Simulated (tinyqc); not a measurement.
Q-state Potts model on a small periodic square lattice: enumeration, Metropolis, heat-bath and Wolff steps: one step, computed by the program tinyqc. Command: `OMP_NUM_THREADS=1 python tinyqc.py 3110604 3110605 out.jsonl potts walk`. One thread of a shared host (Intel(R) Xeon(R) Processor @ 2.30GHz), about 0.09 s of CPU time with the checks.

E = -J x (number of nearest-neighbour bonds with equal states); n x n sites with periodic edges have 2 n^2 bonds. Order parameter m = (q f - 1)/(q - 1), f being the largest share of one state. Sites are numbered row by row from 0. Here q = 4 and n = 3.

Task: Eight single-site steps. Site = floor(r1 n^2). Trial state = (old + 1 + floor(r2 (q - 1))) mod q; it is accepted if r3 < min(1, exp(K db)), db the change in equal bonds.

Inputs (values chosen for the exercise, for a model of domains or grain orientations): temperature T = 251 K.

Update: Metropolis.

start states:
```
   1  2  3
1  1  0  0
2  2  2  3
3  2  1  2
```

random numbers, one row a step:
```
        1       2       3
1  0.0378  0.4796  0.6305
2  0.4350  0.3402  0.4789
3  0.2452  0.6674  0.3558
4  0.3865  0.1140  0.6864
5  0.9033  0.8714  0.0435
6  0.0471  0.6342  0.9867
7  0.6140  0.9316  0.4837
8  0.4766  0.6631  0.6986
```

K = 0.8321965

Give: the table «Steps» with the columns old, trial, db, acceptance, new; states afterwards.

Result:

Steps:
```
site  old  trial  db  acceptance  new
0       1      3   0       1.000    3
3       2      0  -2       0.189    2
2       0      3   1       1.000    3
3       2      3   0       1.000    3
8       2      1   0       1.000    1
0       3      1  -2       0.189    3
5       3      2  -1       0.435    3
4       2      0   1       1.000    0
```

states afterwards:
```
   1  2  3
1  3  0  3
2  3  0  3
3  2  1  1
```
